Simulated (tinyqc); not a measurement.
The window of frequencies: the 3-omega method: a line heater on a substrate with a thin film. Computed by tinyqc, a small Python program. Command: `OMP_NUM_THREADS=1 python tinyqc.py 3004936 3004937 out.jsonl threeomega walk`. One thread of a shared host (Intel(R) Xeon(R) Processor @ 2.30GHz), about 0.01 s of CPU time with the checks.

A current at angular frequency omega = 2 pi f heats the line at 2 omega with the amplitude P per length; the temperature swing Delta T at 2 omega gives a voltage at 3 omega. The substrate is taken as semi-infinite and isotropic, and the heat capacity of heater and film is left out.

Inputs (values chosen for the exercise, modelled on alumina on sapphire): substrate conductivity kappa = 36.4 W/(m K); substrate heat capacity C = 2.99 1e6 J/(m^3 K); heater half-width b = 8.3 micrometre; power amplitude per length P = 5 W/m; current frequency f = 410 Hz; substrate thickness d_s = 380 micrometre.

Method:
- D = kappa/C; q = sqrt(2 i omega/D); penetration depth 1/|q| = sqrt(D/(2 omega)).
- Delta T_s = (P/(pi kappa)) int_0^infinity (sin x/x)^2 / sqrt(x^2 + (q b)^2) dx with (q b)^2 = i |q b|^2, averaged over the heater width (12 Gauss-Legendre points on each of the pieces 0, 14 log-spaced edges from 1e-5 to 1, and multiples of pi to 40 pi; the tail adds 1/(4 (40 pi)^2)).
- For |q| b much below 1: Delta T_s = (P/(pi kappa)) [-ln(|q| b) + eta - i pi/4], eta = 3/2 - C_E = 0.92278, with Euler's C_E = 0.5772157.
- The slope value uses each f and 2f: kappa = P ln 2/(2 pi [Delta T(f) - Delta T(2f)]).

diffusivity D = 12.1739 mm^2/s

Bare substrate; columns: (1) f (Hz); (2) penetration depth (micrometre); (3) |q| b; (4) in-phase (K); (5) out-of-phase (K); (6) narrow-line form (K); (7) kappa from the slope (W/(m K)):
```
(1)        (2)        (3)        (4)         (5)         (6)     (7)
0.14    2630.5  0.0031552    0.29214   -0.034340     0.29214  36.400
1.4     831.85  0.0099777    0.24180   -0.034337     0.24180  36.401
14      263.05   0.031552    0.19147   -0.034308     0.19146  36.414
70      117.64   0.070553    0.15631   -0.034208     0.15628  36.468
280     58.821    0.14111    0.12608   -0.033910     0.12597  36.670
1400    26.305    0.31552   0.091336   -0.032768    0.090784  37.711
5600    13.153    0.63105   0.062552   -0.030000    0.060477  41.365
28000   5.8821     1.4111   0.033726   -0.022892    0.025292  58.696
140000  2.6305     3.1552   0.015403   -0.013197  -0.0098938  122.04
840000  1.0739     7.7287  0.0062837  -0.0059177   -0.049065  299.70
```

What does the comparison show, and why?

The slope gives kappa within 1 % up to |q| b = 0.14 (f = 280 Hz) among these rows. The penetration depth stays under d_s/5 = 76 micrometre from f = 280 Hz up, so that row alone meets both conditions. At high f the flow turns one-dimensional: in-phase and out-of-phase parts become equal in size (ratio 0.94 in the last row) and fall as f^(-1/2) (exponent -0.50).
